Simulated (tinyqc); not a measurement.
Inside a calculation. Method: CCSD on RHF in the sto-3g basis, frozen core, for B+, spin multiplicity 1. One step of it, computed by the program tinyqc.

Question. Orthogonalisation. S = U s U^T; symmetric (Loewdin) form X = U s^(-1/2) U^T, so that X^T S X = 1.

overlap S:
```
           1B 1s     1B 2s    1B 2px    1B 2py    1B 2pz
1B 1s   1.000000  0.269328  0.000000  0.000000  0.000000
1B 2s   0.269328  1.000000  0.000000  0.000000  0.000000
1B 2px  0.000000  0.000000  1.000000  0.000000  0.000000
1B 2py  0.000000  0.000000  0.000000  1.000000  0.000000
1B 2pz  0.000000  0.000000  0.000000  0.000000  1.000000
```

Give: eigenvalues of S; X.

Answer.

eigenvalues of S: 0.731  1.000  1.000  1.000  1.269

X:
```
         1B 1s   1B 2s  1B 2px  1B 2py  1B 2pz
1B 1s    1.029  -0.141   0.000   0.000   0.000
1B 2s   -0.141   1.029   0.000   0.000   0.000
1B 2px   0.000   0.000   1.000   0.000   0.000
1B 2py   0.000   0.000   0.000   1.000   0.000
1B 2pz   0.000   0.000   0.000   0.000   1.000
```
